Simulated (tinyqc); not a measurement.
Inside a calculation. Model: MOSFET in saturation, small-signal circuit and noise.

Program tinyqc, `OMP_NUM_THREADS=1 python tinyqc.py 2150031 2150032 out.jsonl`; Intel Xeon 2.30GHz, shared host, one thread, about 0.01 s. Printed values are rounded.

Bias by the inversion coefficient IC = I/Ispec (charge-based model with velocity saturation; weak inversion below 0.1, strong above 10). Common-source circuit: gm, gds, Cgs, Cgd and Cj at the inner nodes, Rg in series with the gate; quasi-static, no source or drain resistance, no gate-body capacitance, no substrate network, no induced gate noise, so fmax is an upper estimate.

Parameters, values chosen for the exercise: temperature T = 300 K; gate length L = 65 nm; total gate width W = 20 um; gate capacitance Cox = 0.77 uF/cm^2; mobility mu = 390 cm^2/(V s); slope factor n = 1.16; velocity-saturation length Ls = 15 nm; ratio gds/gm sg = 0.054; overlap and fringe capacitance per side Cov = 0.26 fF/um; drain junction capacitance Cj = 0.32 fF/um; sheet resistance of the gate Rsh = 20 ohm; finger width Wf = 4 um; gate contact and vertical resistance Rc = 100 ohm um; inversion coefficient IC = 15; short-channel excess of the noise factor gw = 0.05; oxide trap density Nt = 1.9e17 cm^-3 eV^-1; tunnelling length into the oxide lt = 0.1 nm; Coulomb scattering coefficient ac = 1000 V s/C; signal frequency f = 20 GHz.

Constants: q = 1.602176634e-19 C, kB = 1.380649e-23 J/K, Vt = kB T/q. Results are converted to the units shown.

## Current, transconductance and gain

Ispec = 2 n mu Cox (W/L) Vt^2, lc = Ls/L, gms = [sqrt((lc IC + 1)^2 + 4 IC) - 1]/[2 + lc (lc IC + 1)], gm = gms Ispec/(n Vt), gds = sg gm.

Ispec = 143.2677 uA
I = 2149.015 uA
gms = 2.620483
gm = 12.51923 mS
gds = 0.6760382 mS
gm/I = 5.825564 1/V

gm/I is 17.5 % of its weak-inversion limit 1/(n Vt); without velocity saturation (lc = 0) gms would be 3.41.

## Capacitances, gate resistance and cut-off frequencies

qs = [sqrt(1 + 4 IC) - 1]/2, Cgs = Cox W L qs (2 qs + 3)/(3 (qs + 1)^2) + Cov W, Cgd = Cov W, Cd = Cj W, Rg = Rsh (Wf/L)/(12 Nf) + Rc/W with Nf = W/Wf fingers (not rounded) contacted at both ends. fT = gm/(2 pi (Cgs + Cgd)), fmax = fT/(2 sqrt(Rg (gds + 2 pi fT Cgd))).

Cgs = 10.94393 fF
Cgd = 5.2 fF
Cd = 6.4 fF
Rg = 25.51282 ohm
fT = 123.4208 GHz
fmax = 178.0480 GHz

Overlap and fringe make up 64.4 % of the gate capacitance; fmax is 1.44 times fT.

## Admittance matrix

Inner admittances at w = 2 pi f: y11 = i w (Cgs + Cgd), y12 = -i w Cgd, y21 = gm - i w Cgd, y22 = gds + i w (Cgd + Cd). Invert to Z, add Rg to Z11 and invert back to Y.

inner y (mS):
```
                   1                 2
1   0.00000+2.02871i  0.00000-0.65345i
2  12.51923-0.65345i  0.67604+1.45770i
```

Y with Rg (mS):
```
                   1                  2
1   0.10472+2.02329i  -0.03373-0.65171i
2  12.45205-1.29794i   0.69768+1.66529i
```

## Current gain and unilateral power gain

|h21| = |Y21/Y11|; U = |Y21 - Y12|^2/(4 [Re Y11 Re Y22 - Re Y12 Re Y21]). Extrapolated at 20 dB a decade: f |h21| and f sqrt(U).

|h21| = 6.179438
U = 79.25276
f |h21| = 123.5888 GHz
f sqrt(U) = 178.0480 GHz

f |h21| is 0.14 % above the formula for fT, and f sqrt(U) within 0.01 % of that for fmax.

## Noise at the gate

Channel noise Sid = 4 kB T gam n gm with gam = (1/2 + (2/3) qs)/(1 + qs) + gw lc IC, qs = [sqrt(1 + 4 IC) - 1]/2, lc = Ls/L (the last term an empirical rise with velocity saturation); at the gate, white noise Sw = Sid/gm^2 + 4 kB T Rg. Number fluctuation with correlated mobility: S(f) = K/f, K = q^2 Vt lt Nt/(W L Cox^2) (1 + ac mu Cox I/gm)^2, Vt in eV with Nt per eV. Corner fc = K/Sw. Full shot noise would be 2 q I.

gam = 0.8019089
Sid = 1.929412e-22 A^2/Hz
Sid/(2 q I) = 0.2801851
sqrt(Sw) = 1.285972 nV/Hz^0.5
K = 1.808850e-10 V^2
fc = 109.3803 MHz

The gate resistance gives 26 % of the white noise power.
